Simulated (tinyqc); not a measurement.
Short-channel transistor, virtual-source model with series resistance: two steps of the calculation.

The current per gate width is the charge at the top of the source barrier (the virtual source) times its velocity times a saturation function; al and be are fitting constants of the model. Units: I in uA/um, Rs in ohm um, so I Rs = 1e-6 I Rs in volts; Q in uC/cm^2, so I = 1e-4 Q vx0 Fsat with vx0 in cm/s.

Values chosen for this exercise: temperature T = 350 K; inversion capacitance Cinv = 2.57 uF/cm^2; velocity at the virtual source vx0 = 1.26e7 cm/s; apparent mobility mu = 83 cm^2/(V s); channel length L = 130 nm; threshold at zero drain voltage VT0 = 0.292 V; drain-induced barrier lowering dl = 0.058 V/V; subthreshold factor n0 = 1.1; growth of n with drain voltage nd = 0.05 1/V; threshold shift (in units of Vt) from weak to strong inversion al = 3.5; sharpness of saturation be = 1.8; series resistance of each contact Rs = 120 ohm um; gate voltage Vgs = 0.9 V; drain voltage Vds = 0.9 V.

Constants: q = 1.602176634e-19 C, kB = 1.380649e-23 J/K, Vt = kB T/q. Results are converted to the units shown.

Task 1. Current through the series resistance. Intrinsic voltages Vg' = Vgs - I Rs, Vd' = Vds - 2 I Rs. n = n0 + nd Vd', VT = VT0 - dl Vd', Ff = 1/(1 + exp((Vg' - VT + al Vt/2)/(al Vt))), Q = Cinv n Vt ln(1 + exp((Vg' - VT + al Vt Ff)/(n Vt))), Vdsat = (vx0 L/mu)(1 - Ff) + Vt Ff, Fsat = u/(1 + u^be)^(1/be) with u = Vd'/Vdsat, and I(out) = Q vx0 Fsat per width. (Fsat takes the sign of u.) I(new) = I + 0.5 (I(out) - I).

I after iteration 1 = 432.40204 uA/um

Find: Vg'; Vd'; VT; Ff; Q; Vdsat; Fsat; I(out); I after iteration 2.

Result 1.

Vg' = 0.8481 V
Vd' = 0.7962 V
VT = 0.2458 V
Ff = 0.002014
Q = 1.548 uC/cm^2
Vdsat = 1.970 V
Fsat = 0.3660
I(out) = 714.1 uA/um
I after iteration 2 = 573.3 uA/um

Task 2. What the series resistance costs. n = n0 + nd Vd', VT = VT0 - dl Vd', Ff = 1/(1 + exp((Vg' - VT + al Vt/2)/(al Vt))), Q = Cinv n Vt ln(1 + exp((Vg' - VT + al Vt Ff)/(n Vt))), Vdsat = (vx0 L/mu)(1 - Ff) + Vt Ff, Fsat = u/(1 + u^be)^(1/be) with u = Vd'/Vdsat, and I = Q vx0 Fsat per width. I0 is the current for Rs = 0. Effective velocity I/Q; transit time L Q/I.

converged I = 644.08194 uA/um
I0 = 864.80408 uA/um

Find: loss against I0; effective velocity; transit time.

Result 2.

loss against I0 = 25.523 %
effective velocity = 4.3644e6 cm/s
transit time = 2.9786 ps

Program tinyqc, `OMP_NUM_THREADS=1 python tinyqc.py 2380010 2380011 out.jsonl`; Intel Xeon 2.30GHz, shared host, one thread, about 0.01 s.
